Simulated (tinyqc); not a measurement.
Defect, radiative and Auger recombination at equal electron and hole densities (ABC model): one step. Shares, lifetimes and light. Five cases, with inputs chosen for the exercise.

Task: Shares of the three paths; lifetime n/G = 1/(Ae + B n + C n^2); differential lifetime 1/(Ae + 2 B n + 3 C n^2) and bandwidth 1/(2 pi tau_d); optical power density ex IQE J Eph/e.

J/(e d) = Ae n + B n^2 + C n^3 with Ae = A + 4 S/w (four side walls, carriers spread evenly), e = 1.602176634e-19 C, lengths in cm; internal efficiency IQE = B n^2/(Ae n + B n^2 + C n^3); all injected carriers recombine in the layer.

Give: shares; lifetime; differential lifetime; bandwidth; optical power density.

Case 1.

Values chosen (orders of magnitude like those quoted for InGaAs; shifted at random, so the results belong to these values and not to a real crystal): B = 1.3e-10 cm^3/s (radiative coefficient); C = 7.7e-29 cm^6/s (Auger coefficient); J = 51 A/cm^2 (current density); ex = 0.05 (extraction efficiency); Eph = 0.81 eV (photon energy).

Ae = 6.00000e+06 1/s
n = 7.16865e+17 1/cm^3

Result:

shares: defect 0.0432, radiative 0.6716, Auger 0.2852

lifetime = 7.21 ns
differential lifetime = 3.21 ns
bandwidth = 49.5 MHz
optical power density = 1.39 W/cm^2

The radiative path is the largest; the device runs above its efficiency peak, where the defect and Auger shares are equal.

Case 2.

Values chosen (orders of magnitude like those quoted for GaN; shifted at random, so the results belong to these values and not to a real crystal): B = 2.9e-12 cm^3/s (radiative coefficient); C = 2.2e-31 cm^6/s (Auger coefficient); J = 61 A/cm^2 (current density); ex = 0.66 (extraction efficiency); Eph = 2.68 eV (photon energy).

Ae = 2.80000e+07 1/s
n = 1.07324e+19 1/cm^3

Result:

shares: defect 0.3315, radiative 0.3685, Auger 0.3000

lifetime = 11.8 ns
differential lifetime = 6.01 ns
bandwidth = 26.5 MHz
optical power density = 39.8 W/cm^2

The radiative path is the largest; the device runs close to its efficiency peak, where the defect and Auger shares are equal.

Case 3.

Values chosen (orders of magnitude like those quoted for Si; shifted at random, so the results belong to these values and not to a real crystal): B = 6.7e-15 cm^3/s (radiative coefficient); C = 6.4e-31 cm^6/s (Auger coefficient); J = 23 A/cm^2 (current density); ex = 0.17 (extraction efficiency); Eph = 1.09 eV (photon energy).

Ae = 10803.7 1/s
n = 2.20510e+17 1/cm^3

Result:

shares: defect 0.2489, radiative 0.0340, Auger 0.7170

lifetime = 2.30e+04 ns
differential lifetime = 9.34e+03 ns
bandwidth = 0.0170 MHz
optical power density = 0.145 W/cm^2

The Auger path is the largest; the device runs above its efficiency peak, where the defect and Auger shares are equal.

Case 4.

Values chosen (orders of magnitude like those quoted for GaAs; shifted at random, so the results belong to these values and not to a real crystal): B = 1.1e-10 cm^3/s (radiative coefficient); C = 9.8e-31 cm^6/s (Auger coefficient); J = 37000 A/cm^2 (current density); ex = 0.8 (extraction efficiency); Eph = 1.46 eV (photon energy).

Ae = 3.16364e+07 1/s
n = 1.66464e+19 1/cm^3

Result:

shares: defect 0.0148, radiative 0.8579, Auger 0.1272

lifetime = 0.469 ns
differential lifetime = 0.222 ns
bandwidth = 718 MHz
optical power density = 3.71e+04 W/cm^2

The radiative path is the largest; the device runs above its efficiency peak, where the defect and Auger shares are equal. At this density the bands are degenerate: B saturates and stimulated emission, left out, would clamp n in a laser cavity.

Case 5.

Values chosen (orders of magnitude like those quoted for GaN; shifted at random, so the results belong to these values and not to a real crystal): B = 1.3e-12 cm^3/s (radiative coefficient); C = 1.4e-31 cm^6/s (Auger coefficient); J = 0.08 A/cm^2 (current density); ex = 0.24 (extraction efficiency); Eph = 2.75 eV (photon energy).

Ae = 2.50000e+06 1/s
n = 6.19395e+17 1/cm^3

Result:

shares: defect 0.7443, radiative 0.2397, Auger 0.0160

lifetime = 298 ns
differential lifetime = 234 ns
bandwidth = 0.680 MHz
optical power density = 0.0127 W/cm^2

The defect path is the largest; the device runs below its efficiency peak, where the defect and Auger shares are equal.

Computed by tinyqc, one run a case: `OMP_NUM_THREADS=1 python tinyqc.py N N+1 out.jsonl` with N = 1680443, 1680619, 1680730, 1680758, 1680796; one thread of a shared Intel(R) Xeon(R) Processor @ 2.30GHz, about 0.01 s a run at most.
